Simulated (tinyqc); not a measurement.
# Changing the temperature T

Model: quasi-harmonic thermal expansion with mode Grueneisen parameters. Computed by tinyqc, a small Python program. Command: `OMP_NUM_THREADS=1 python tinyqc.py 3011052 3011053 out.jsonl qha sweep`. One thread of a shared host (Intel(R) Xeon(R) Processor @ 2.30GHz), about 0.07 s of CPU time with the checks.

A crystal with two atoms a cell; per atom there are 1 transverse acoustic (TA), 1/2 longitudinal acoustic (LA) and 3/2 optical (O) modes. Every frequency of group i scales as nu_i (V/V0)^(-gamma_i). Each group has one frequency. Static energy: E = (9 V0 B0/16) [y^3 B' + y^2 (2 - 4 y)], y = (V0/V)^(2/3) - 1, with pressure P_s = (3 B0/2) (z^7 - z^5) [1 + (3/4)(B' - 4)(z^2 - 1)], z = (V0/V)^(1/3).

Inputs (values chosen for the exercise, modelled on zinc selenide):
```
quantity                       value             unit
static volume V0                22.8  angstrom^3/atom
static bulk modulus B0          61.8              GPa
static B'                       4.85                -
frequency nu_TA                 1.96              THz
frequency nu_LA                  5.2              THz
frequency nu_O                  7.02              THz
Grueneisen parameter gamma_TA   -1.3                -
Grueneisen parameter gamma_LA    1.2                -
Grueneisen parameter gamma_O     1.5                -
step factor f                    1.2                -
```

Acoustic groups: Einstein.

Constants: h x 1 THz = 4.135667696 meV; k_B = 8.617333262e-05 eV/K; 1 eV/angstrom^3 = 160.2176634 GPa.

Method:
- For a mode with x = h nu/(k_B T), n = 1/(exp(x) - 1): U = h nu (n + 1/2), C/k_B = x^2 n (n + 1); U_i and C_i sum these over group i with its weight per atom.
- Phonon pressure P_ph = sum_i gamma_i U_i/V.
- gamma_th = sum gamma_i C_i / sum C_i; volume expansion coefficient alpha_V = gamma_th C k_B/(B0 V0); linear coefficient alpha_V/3; first-order volume change P_ph/B0.
- Start at V0 and step V(new) = V [1 + f (P_s + P_ph)/B0]; stop when |P_s + P_ph| < 1e-8 GPa, after 60 steps, or when V leaves 0.7 to 1.3 V0.
- B_T = -V d(P_s + P_ph)/dV at fixed T (central difference, step 1e-4 V); alpha_V = sum gamma_i C_i k_B/(B_T V), all at V(T); the linear coefficient is alpha_L = alpha_V/3.
- C_P - C_V = alpha_V^2 B_T V T; the optical frequency is nu_O (V/V0)^(-gamma_O).

One run for each value; columns: (1) temperature T (K); (2) linear expansion coefficient (ppm/K); (3) gamma_th at V0; (4) volume change from V0 (%); (5) isothermal bulk modulus B_T (GPa); (6) C_P - C_V (k_B/atom):
```
(1)       (2)      (3)     (4)     (5)         (6)
20    -0.8570  -1.2961  0.3838  61.334  1.3442e-05
30    -1.9300  -1.2412  0.3795  61.338  1.0226e-04
44    -2.5074  -0.9761  0.3698  61.348  2.5316e-04
96     0.1375   0.0175  0.3479  61.318  1.6598e-06
140    2.0970   0.2745  0.3639  61.210  5.6211e-04
210    3.5754   0.4082  0.4261  60.990  2.4439e-03
310    4.3803   0.4668  0.5480  60.648  5.3908e-03
460    4.8136   0.4940  0.7579  60.120  9.5959e-03
680    5.0531   0.5063  1.0877  59.336  1.5479e-02
1000   5.2166   0.5119  1.5880  58.193  2.3910e-02
```

Give the missing row, temperature T (K) = 65.

Computed row; columns: (1) temperature T (K); (2) linear expansion coefficient (ppm/K); (3) gamma_th at V0; (4) volume change from V0 (%); (5) isothermal bulk modulus B_T (GPa); (6) C_P - C_V (k_B/atom):
```
(1)      (2)      (3)     (4)     (5)         (6)
65   -1.7836  -0.4476  0.3555  61.354  1.8922e-04
```

Interpolating between the two neighbouring rows (the first column on a logarithmic scale, the others too where they are positive) misses most in C_P - C_V (k_B/atom), by 89 %. Over the rows, linear expansion coefficient (ppm/K) goes from -0.857 through a minimum among these rows, -2.51 at 44.0, to 5.22; gamma_th at V0 rises from -1.30 to 0.512; volume change from V0 (%) goes from 0.384 through a minimum among these rows, 0.348 at 96.0, to 1.59. alpha follows sum gamma_i C_i: each group joins once k_B T nears its h nu, the softest first, and its negative gamma makes the crystal shrink at first. C_P - C_V goes as alpha^2 T.

Extremes, crossings and ranges named in words are read from the listed rows.
